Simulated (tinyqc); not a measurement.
## Pelgrom slope, floor and doping from two device sizes

Problem. s^2 = A^2/(L W) + s0^2, with s0 independent of size and A = (q/Cox) sqrt(Na Wd/3) from random dopants alone, Cox = 3.9 eps0/ti. Find A, s0 and Na.

Values chosen for this exercise: oxide-equivalent thickness in inversion ti = 1.6 nm.

Constants: q = 1.602176634e-19 C, eps0 = 8.8541878128e-14 F/cm where lengths are in cm. Results are converted to the units shown.

s for gate areas 0.0013 and 0.04 um^2 (mV): 16.7454026  4.29079847
Wd = 59.8862081 nm

Answer. s^2 is linear in 1/area: slope A^2, intercept s0^2.

A = 0.5933 mV um
s0 = 3.100 mV
Na = 3.200e17 cm^-3

tinyqc, about 0.01 s, one thread, Intel Xeon 2.30GHz (shared host): `OMP_NUM_THREADS=1 python tinyqc.py 2090071 2090072 out.jsonl`
